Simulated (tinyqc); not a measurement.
## Ground and coupling capacitance from two measurements

Problem. A line has Cg to the planes and Cc to each of two neighbours. Find Cg, Cc, the load when both neighbours switch in antiphase, and the pulse on the line when it floats and both neighbours swing by Vx.

Values chosen for this exercise: swing Vx = 1 V.

capacitance with neighbours driven alike and with neighbours grounded (aF/um): [93, 313]

Answer. Driven alike, Cc carries no charge, which leaves Cg; grounded neighbours give Cg + 2 Cc, antiphase Cg + 4 Cc; a floating line divides the swing as 2 Cc/(Cg + 2 Cc).

Cg = 93.0 aF/um
Cc = 110 aF/um
load in antiphase = 533 aF/um
pulse = 0.703 V

Numbers from tinyqc (`OMP_NUM_THREADS=1 python tinyqc.py 2790103 2790104 out.jsonl`; about 1 s on one thread of a shared Intel Xeon 2.30GHz).
